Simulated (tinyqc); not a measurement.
# A spin-degenerate level with charging energy between two leads, rate equations: effect of unequal tunnel rates

States 0, up, down and 2 with energies 0, e1 - Ez/2, e1 + Ez/2 and 2 e1 + U. mu_L = +V/2, mu_R = -V/2 (meV), f(x) = 1/(1 + exp(x/kB T)). A transition that adds one electron of given spin at the energy E has the rate G f(E - mu) from each lead, and its reverse G [1 - f(E - mu)]. I counts electrons leaving the left lead, times q.

Here e1 = 2.35 meV, Ez = 0 and V = +/- 14.1 mV, so that only the 0-1 transitions lie in the window. Transition energies: 0-up e1 - Ez/2, 0-down e1 + Ez/2, up-2 e1 + U + Ez/2, down-2 e1 + U - Ez/2. dp/dt = W p; W_ji is the rate from state i to j, and each column sums to zero. Steady state: W p = 0 with sum p = 1. I = q GL sum over transitions i-j of [fL p_i - (1 - fL) p_j].

Parameters, values chosen for the exercise:

| symbol | value | unit | meaning |
|---|---|---|---|
| U | 9.4 | meV | charging energy of the second electron |
| GL | 0.93 | 1/ns | tunnel rate to the left lead |
| T | 5.5 | K | temperature |

Constants: q = 1.602176634e-19 C, kB = 1.380649e-23 J/K, Vt = kB T/q. Results are converted to the units shown.

Effect of unequal tunnel rates:

| GR (1/ns) | I at +V (pA) | I at -V (pA) | \|I(+V)/I(-V)\| | (GL + 2 GR)/(2 GL + GR) |
|---|---|---|---|---|
| 0.046 | 7.192 | -13.41 | 0.5362 | 0.5362 |
| 0.11 | 16.64 | -28.50 | 0.5838 | 0.5838 |
| 0.25 | 35.31 | -52.10 | 0.6777 | 0.6777 |
| 0.59 | 71.76 | -83.33 | 0.8612 | 0.8612 |
| 1.4 | 128.0 | -111.9 | 1.144 | 1.144 |
| 3.2 | 188.5 | -130.1 | 1.449 | 1.449 |
| 7.6 | 239.4 | -140.4 | 1.705 | 1.705 |
| 18 | 270.1 | -145.2 | 1.859 | 1.860 |

The ratio of the two currents rises from 0.536 to 1.86 and agrees with the last column to better than 0.01 %. An empty dot can be filled with either spin but a filled one empties in one way, so I = 2 q G_in G_out/(2 G_in + G_out): the current is larger when the slower junction is the entrance.

Range of the model: Rate equations need hbar G well below kB T; cotunnelling and the Kondo effect are left out.

Computed by the program tinyqc: `OMP_NUM_THREADS=1 python tinyqc.py 2780115 2780116 out.jsonl`, one thread of a shared Intel Xeon 2.30GHz, about 0.01 s for the whole run.
